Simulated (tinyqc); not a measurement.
Thickness from two neighbouring fringes.

Inverse problem. At normal incidence a transparent film with an index between those of air and substrate, taken as constant, has reflectance minima at 2 n1 d = (m + 1/2) lam (small phase shifts at the substrate neglected). Find d and the order m of the shorter wavelength.

Values chosen for this exercise: index of the transparent film n1 = 1.47.

wavelengths of two neighbouring reflectance minima (nm): 510  602.72727

Solution. Neighbouring orders differ by one: 2 n1 d (1/lam1 - 1/lam2) = 1.

d = 1.13e3 nm
m = 6

tinyqc, about 0.01 s, one thread, Intel Xeon 2.30GHz (shared host): `OMP_NUM_THREADS=1 python tinyqc.py 2870145 2870146 out.jsonl`
